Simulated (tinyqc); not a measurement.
Changing the growth time t: liquidus of a compound AB in a simple-solution melt, liquid-phase epitaxy and vapour pressures. Computed by tinyqc, a small Python program. Command: `OMP_NUM_THREADS=1 python tinyqc.py 3003407 3003408 out.jsonl liq35 sweep`. One thread of a shared host (Intel(R) Xeon(R) Processor @ 2.30GHz), about 0.01 s of CPU time with the checks.

x is the atom fraction of B in the melt. The melt is a simple solution: R T ln gamma_B = W (1 - x)^2, R T ln gamma_A = W x^2, W = a + b T. The solid AB is stoichiometric.

Inputs (values chosen for the exercise, for a model compound):
```
quantity                        value       unit
melting point T_F                1747          K
entropy of fusion S_F            66.7  J/(mol K)
interaction a                    14.1     kJ/mol
interaction slope b             -19.9  J/(mol K)
saturation temperature T         1138          K
step dT                           2.9          K
cooling rate c                      1      K/min
diffusivity in the melt D     2.6e-05     cm^2/s
molar volume of the melt V_L     12.3   cm^3/mol
lattice constant a0             5.451   angstrom
melt depth w                      3.5         mm
```

Growth programme: ramp cooling.

Constants: R = 8.314462618 J/(mol K); N_A = 6.02214076e+23 1/mol; k_B = 8.617333262e-05 eV/K.

Method:
- Liquidus (Vieland): f(x) = R T ln[4 x (1 - x)] + 2 W (1/2 - x)^2 + S_F (T_F - T) = 0.
- Newton steps with f' = (1 - 2x)[R T/(x (1 - x)) - 2 W], from the dilute estimate x = (1/4) exp[-(S_F (T_F - T) + W/2)/(R T)]; stop below 1e-13; f under 1e-6 shown as 0.
- dx/dT = -(df/dT)/f', df/dT = R ln[4 x (1 - x)] + 2 b (1/2 - x)^2 - S_F, f' = (1 - 2x)[R T/(x (1 - x)) - 2 W]. Concentrations: C_L = x N_A/V_L in the melt, C_S = 4/a0^3 in the solid; m = dT/dC_L.
- Semi-infinite melt (Hsieh): step d = 2 dT sqrt(D t/pi)/(C_S m); ramp d = (4/3) c sqrt(D/pi) t^(3/2)/(C_S m); supercooling is their sum. A melt of depth w can give at most w (undercooling)/(C_S m).

One run for each value:
```
growth time t (min)  thickness d (micrometre)  largest thickness from this melt (micrometre)  sqrt(D t)/w
0.1                                1.1360e-03                                     4.2319e-02      0.03569
0.22                               3.7070e-03                                     9.3102e-02      0.05293
0.49                               1.2322e-02                                     2.0736e-01      0.07899
1.1                                4.1446e-02                                     4.6551e-01      0.11836
2.4                                1.3357e-01                                     1.0157e+00      0.17482
5.4                                4.5080e-01                                     2.2852e+00      0.26224
12                                 1.4934e+00                                     5.0783e+00      0.39092
27                                 5.0401e+00                                     1.1426e+01      0.58638
60                                 1.6696e+01                                     2.5391e+01      0.87412
```

Describe and explain the trends.

Over the rows, thickness d (micrometre) rises from 0.00114 to 16.7 (exponent d ln y / d ln x about 1.5 throughout); largest thickness from this melt (micrometre) rises from 0.0423 to 25.4 (exponent d ln y / d ln x about 1.0 throughout); sqrt(D t)/w rises from 0.0357 to 0.874 (exponent d ln y / d ln x about 0.50 throughout). The exponent of thickness d stays at 1.5: ramp cooling.

Caution (rows 27.0, 60.0): the diffusion length nears the melt depth, so the semi-infinite formula overstates the thickness. Caution (rows 27.0, 60.0): over so large an undercooling the liquidus slope is not constant.

Extremes, crossings and ranges named in words are read from the listed rows.
